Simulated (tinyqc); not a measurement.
Thermal stress, cracking, delamination and buckling of a thin film; Griffith cracks and misfitting inclusions: one step, computed by the program tinyqc.

Isotropic linear elasticity; the substrate is much thicker than the film; stress is positive in tension.

Question. Griffith crack in the substrate. Through crack of length 2a in plane strain: K_Ic = sqrt(2 gamma_s E_s/(1 - nu_s^2)); fracture stress = K_Ic/sqrt(pi a). An edge crack of depth a has K larger by 1.1215.

Inputs (values chosen for the exercise, modelled on a GaN film on silicon):

| quantity | value | unit |
|---|---|---|
| substrate Young's modulus E_s | 140 | GPa |
| substrate Poisson ratio nu_s | 0.24 | - |
| flaw half length a | 0.14 | micrometre |
| substrate surface energy gamma_s | 1.6 | J/m^2 |

Give: toughness K_Ic; fracture stress, inner crack; fracture stress, edge crack.

Answer.

toughness K_Ic = 0.6895 MPa m^0.5

fracture stress, inner crack = 1040 MPa

fracture stress, edge crack = 927.0 MPa

The inner crack lowers the strength to 7.4 % of the ideal E_s/10.
